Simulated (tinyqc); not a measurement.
# Reverse leakage of an n+-p junction: diffusion, generation, trap-assisted and band-to-band tunnelling: leakage components against the reverse bias

One-sided abrupt junction in the depletion approximation, x from the junction (0) to W on the p side, field F = F0 (1 - x/W). Flat quasi-Fermi levels, long p side. Traps generate through SRH with both lifetimes shortened by 1 + Gamma (Hurkx enhancement, form for moderate fields); band-to-band generation is local and needs a total bending above Eg.

ni = sqrt(Nc Nv) exp(-Eg/(2 Vt)), Eg in volts; Vbi = Vt ln(Na Nd/ni^2); W = sqrt(2 eps0 eps_r (Vbi + VR)/(q Na)); F0 = 2 (Vbi + VR)/W; FG = sqrt(24 mt m0 (kB T)^3)/(q hbar); J_diff = q ni^2 sqrt(Dn/tau)(1 - exp(-VR/Vt))/Na. u = (Vbi + VR)(1 - x/W)^2, p = Na exp(-u/Vt), n = Nd exp((u - Vbi - VR)/Vt); G0 = ni^2 (1 - exp(-VR/Vt))/(tau (n + p + 2 ni cosh(Et/Vt))); Gamma = 2 sqrt(3 pi)(F/FG) exp((F/FG)^2); trap-assisted part G0 Gamma; G_bb = Ab F^2.5 exp(-Bb/F) with F in V/cm, zero unless Vbi + VR > Eg, and counted as zero under 1 cm^-3 s^-1. Currents are q times the integrals over 0 to W; J_bb under 1e-8 of J is printed as 0; rows with F0/FG above 2.2, beyond the range of this Gamma, are left out.

Values chosen for this exercise; band and dielectric values close to those of silicon:

| symbol | value | unit | meaning |
|---|---|---|---|
| T | 350 | K | temperature |
| Eg | 1.14 | eV | band gap |
| eps_r | 11.8 |  | relative permittivity |
| Nc | 3.55e19 | cm^-3 | conduction-band density of states at T |
| Nv | 3.29e19 | cm^-3 | valence-band density of states at T |
| Na | 9.6e16 | cm^-3 | acceptor density of the lighter side |
| Nd | 1e20 | cm^-3 | donor density of the heavier side |
| tau | 5e-8 | s | SRH lifetime of both carriers at zero field |
| Et | -0.02 | eV | trap level above the intrinsic level |
| mt | 0.23 | m0 | tunnelling mass |
| Dn | 20 | cm^2/s | electron diffusion coefficient on the lighter side |
| Ab | 3.1e14 | cm^-0.5 V^-2.5 s^-1 | band-to-band prefactor |
| Bb | 1.99e7 | V/cm | band-to-band field constant |

Constants: q = 1.602176634e-19 C, kB = 1.380649e-23 J/K, hbar = 1.054571817e-34 J s, m0 = 9.1093837015e-31 kg, Vt = kB T/q, eps0 = 8.8541878128e-14 F/cm where lengths are in cm. Results are converted to the units shown.

The same in every row: J_bb (A/cm^2) = 0.

Leakage components against the reverse bias:

| VR (V) | F0 (kV/cm) | F0/FG | J_diff (A/cm^2) | J_SRH (A/cm^2) | J_TAT (A/cm^2) | J (A/cm^2) | largest part |
|---|---|---|---|---|---|---|---|
| 0.2 | 188 | 0.421 | 1.50e-9 | 5.91e-7 | 1.04e-6 | 1.63e-6 | trap-assisted tunnelling |
| 0.5 | 210 | 0.471 | 1.50e-9 | 1.15e-6 | 2.32e-6 | 3.47e-6 | trap-assisted tunnelling |
| 0.8 | 230 | 0.516 | 1.50e-9 | 1.61e-6 | 3.66e-6 | 5.28e-6 | trap-assisted tunnelling |
| 1.1 | 248 | 0.557 | 1.50e-9 | 2.03e-6 | 5.06e-6 | 7.09e-6 | trap-assisted tunnelling |
| 1.4 | 266 | 0.596 | 1.50e-9 | 2.40e-6 | 6.52e-6 | 8.93e-6 | trap-assisted tunnelling |
| 1.7 | 282 | 0.632 | 1.50e-9 | 2.75e-6 | 8.05e-6 | 1.08e-5 | trap-assisted tunnelling |
| 2 | 297 | 0.666 | 1.50e-9 | 3.07e-6 | 9.65e-6 | 1.27e-5 | trap-assisted tunnelling |
| 2.3 | 311 | 0.699 | 1.50e-9 | 3.37e-6 | 1.13e-5 | 1.47e-5 | trap-assisted tunnelling |
| 2.6 | 325 | 0.730 | 1.50e-9 | 3.66e-6 | 1.31e-5 | 1.67e-5 | trap-assisted tunnelling |

What does the comparison show?

J rises from 1.63e-6 to 1.67e-5 A/cm^2. Trap-assisted tunnelling leads at VR = 0.2 and in all other rows. The ratio J_TAT/J_SRH goes from 1.76 to 3.57 as F0/FG goes from 0.421 to 0.730.

Range of the model: The n+ side is degenerate, so Vbi from Boltzmann statistics is only a guide.

Numbers from tinyqc (`OMP_NUM_THREADS=1 python tinyqc.py 2290108 2290109 out.jsonl`; about 0.01 s on one thread of a shared Intel Xeon 2.30GHz).
